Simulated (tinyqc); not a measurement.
Space-charge-limited current with shallow traps: from ohmic to space-charge-limited current.

One carrier type, drift only, an injecting contact at x = 0 (zero field) and thickness L. The share th = y/(1 + y), y = (Nc/Nt) exp(-Et/kB T), of the injected charge is free: J = q mu n F, eps0 eps_r dF/dx = q (n - n0)/th.

Ohmic J = q n0 mu V/L; Mott-Gurney J = (9/8) th eps0 eps_r mu V^2/L^3; they cross at Vx = 8 q n0 L^2/(9 th eps0 eps_r); traps fill at V_TFL = q Nt L^2/(2 eps0 eps_r). Exact: with u = n0/n(L), w = -u - ln(1 - u) and v = -u - u^2/2 - ln(1 - u), V = (q n0 L^2/(th eps0 eps_r)) v/w^2 and J = q^2 n0^2 mu L/(th eps0 eps_r w).

Inputs (values chosen for the exercise):
```
symbol,value,unit,meaning
T,250,K,temperature
eps_r,7.6,,relative permittivity
mu,0.049,cm^2/(V s),mobility
L,6000,nm,thickness
Nc,3.1e20,cm^-3,band density of states
Nt,1.6e15,cm^-3,trap density
Et,0.21,eV,trap depth
n0,9.3e12,cm^-3,free carrier density in equilibrium
```

Constants: q = 1.602176634e-19 C, kB = 1.380649e-23 J/K, Vt = kB T/q, eps0 = 8.8541878128e-14 F/cm where lengths are in cm. Results are converted to the units shown.

Results:
```
V (V)  J (A/cm^2)  ohmic (A/cm^2)  Mott-Gurney (A/cm^2)  d ln J/d ln V
0.053    6.659e-6        6.449e-6              4.432e-7          1.034
0.19     2.637e-5        2.312e-5              5.696e-6          1.153
0.37     5.972e-5        4.502e-5              2.160e-5          1.311
0.7      1.463e-4        8.518e-5              7.732e-5          1.500
1.3      3.908e-4        1.582e-4              2.667e-4          1.670
2.6      0.001310        3.164e-4              0.001067          1.810
4.9      0.004242        5.963e-4              0.003789          1.892
9.4       0.01481        0.001144               0.01394          1.941
18        0.05277        0.002190               0.05113          1.969
34         0.1855        0.004137                0.1824          1.983
```

Estimate the missing row, V = 0.1 V.

Computed row:
```
V (V)  J (A/cm^2)  ohmic (A/cm^2)  Mott-Gurney (A/cm^2)  d ln J/d ln V
0.1      1.296e-5        1.217e-5              1.578e-6          1.070
```

With this row back in the table: The local exponent rises from 1.03 to 1.98, passing from ohmic towards the square law around Vx = 0.771 V. In the last row J is 1.7 % above the Mott-Gurney value. For V = 0.053, 0.1, 0.19, 0.37, 0.7, 1.3 the voltage is under 100 kB T/q, where diffusion would add more than a third of the Mott-Gurney current.

Range of the model: Diffusion and a field-dependent mobility are left out. With injecting contacts the diffusion current, about 4 pi^2 Vt th eps0 eps_r mu V/L^3, equals the Mott-Gurney current at V = 35 kB T/q (0.9 V at 300 K), so the drift-only result needs V well above that.

Numbers from tinyqc (`OMP_NUM_THREADS=1 python tinyqc.py 2370003 2370004 out.jsonl`; about 0.01 s on one thread of a shared Intel Xeon 2.30GHz).
